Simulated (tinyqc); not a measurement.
Magnetisation curve: two coupled magnetic layers: synthetic antiferromagnet, spin flop, exchange bias and magnetoresistance. Computed by tinyqc, a small Python program. Command: `OMP_NUM_THREADS=1 python tinyqc.py 3014962 3014963 out.jsonl saf walk`. One thread of a shared host (Intel(R) Xeon(R) Processor @ 2.30GHz), about 0.2 s of CPU time with the checks.

Moments lie in the plane at the angles p1, p2 from the field. Energy per area: E = J1 cos(p1 - p2) + J2 cos^2(p1 - p2) - B M_s (t1 cos p1 + t2 cos p2) + K (t1 sin^2 p1 + t2 sin^2 p2).

Inputs (values chosen for the exercise, for a model stack):
```
quantity,value,unit
saturation magnetisation M_s,1290,kA/m
thickness t1,1.8,nm
thickness t2,1.8,nm
antiferromagnetic coupling J1,1.1,mJ/m^2
biquadratic coupling J2,0.0078,mJ/m^2
in-plane anisotropy K,18,kJ/m^3
field over the saturation field,0.56,-
```

Field direction: along the easy axis.

Method. The parallel state is stable while the Hessian at p1 = p2 = 0 is positive: with c = J1 + 2 J2 and u = B M_s + 2K, (u t1 - c)(u t2 - c) > c^2, so B_sat M_s = c (1/t1 + 1/t2) - 2K. B_K = 2K/M_s. The lowest minimum of E over both angles (from five starts; of two mirror images the one with p1 >= 0, and for equal layers |p1| <= |p2|).

saturation field B_sat = 932.989 mT

Equilibrium states:
```
B/B_sat,B (mT),p1 (degrees),p2 (degrees),m/m_sat
0.02,18.7,0.000,-180.00,0.0000
0.06,56.0,0.000,-180.00,0.0000
0.12,112.0,0.000,-180.00,0.0000
0.20,186.6,78.131,-78.13,0.2057
0.30,279.9,72.059,-72.06,0.3080
0.45,419.8,62.584,-62.58,0.4605
0.60,559.8,52.336,-52.34,0.6110
0.80,746.4,36.092,-36.09,0.8081
0.95,886.3,17.722,-17.72,0.9525
1.10,1026.3,0.000,0.00,1.0000
```

What follows from these numbers?

The collinear state is the lowest in 3 row(s), with m/m_sat = (t1 - t2)/(t1 + t2) = 0.000; then the moments are canted and close at B_sat. The largest gap between m/m_sat and B/B_sat in the canted rows is 0.011: J2 bends the curve.

Extremes, crossings and ranges named in words are read from the listed rows.
